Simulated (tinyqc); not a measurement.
Threshold-voltage variability of a planar MOSFET, analytic estimates: effect of the correlation length of the roughness.

Three independent sources add in quadrature: random dopants in the depleted layer, metal-gate grains of two orientations, and roughness of the two gate edges acting through the roll-off VT = VT(long) - Vr exp(-L/l). These are first-order estimates: no three-dimensional electrostatics, no percolation.

ni = sqrt(Nc Nv) exp(-Eg/(2 Vt)), Eg in volts; Cox = 3.9 eps0/ti; Wd = sqrt(4 eps0 eps_r Vt ln(Na/ni)/(q Na)); dopants: s1 = (q/Cox) sqrt(Na Wd/(3 L W)). Grains: Ng = L W/G^2 (at least 1), s2 = dW sqrt(p (1 - p)/Ng). Edges, with exponential correlation and u = W/La: the mean gate length has sL^2 = 2 De^2 (2/u)[1 - (1 - exp(-u))/u]; s3 = sL (Vr/l) exp(-L/l). s = sqrt(s1^2 + s2^2 + s3^2). l and Vr are held fixed.

Values chosen for this exercise; material values close to those of silicon: temperature T = 325 K; band gap Eg = 1.12 eV; relative permittivity of the semiconductor eps_r = 11.6; conduction-band density of states at T Nc = 3.2e19 cm^-3; valence-band density of states at T Nv = 2.94e19 cm^-3; channel doping Na = 7.3e17 cm^-3; oxide-equivalent thickness in inversion ti = 1.1 nm; gate length L = 20 nm; gate width W = 82 nm; metal grain size G = 5 nm; work-function difference of the two grain orientations dW = 0.2 eV; share of the orientation of higher work function p = 0.3; rms roughness of one gate edge De = 1.8 nm; decay length of the threshold roll-off l = 4 nm; prefactor of the roll-off Vr = 2.8 V.

Constants: q = 1.602176634e-19 C, kB = 1.380649e-23 J/K, Vt = kB T/q, eps0 = 8.8541878128e-14 F/cm where lengths are in cm. Results are converted to the units shown.

The same in every row: s1 (mV) = 12.43; s2 (mV) = 11.32.

Effect of the correlation length of the roughness:

| La (nm) | s3 (mV) | s (mV) | s sqrt(L W) (mV um) |
|---|---|---|---|
| 2 | 2.619 | 17.01 | 0.6890 |
| 5 | 4.063 | 17.30 | 0.7004 |
| 10 | 5.556 | 17.71 | 0.7170 |
| 20 | 7.311 | 18.33 | 0.7424 |
| 40 | 8.993 | 19.07 | 0.7721 |
| 80 | 10.26 | 19.70 | 0.7976 |
| 160 | 11.06 | 20.12 | 0.8150 |

As La goes from 2 to 160 nm, s rises from 17.0 to 20.1 mV. The dopants are the largest source in the first and the last row. The edge term s3 rises from 2.62 to 11.1 mV: a longer correlation averages out less along the width. In every row the depletion depth exceeds L, so source and drain share much of the charge and s1 is rough.

Computed by the program tinyqc: `OMP_NUM_THREADS=1 python tinyqc.py 2090142 2090143 out.jsonl`, one thread of a shared Intel Xeon 2.30GHz, about 0.02 s for the whole run.
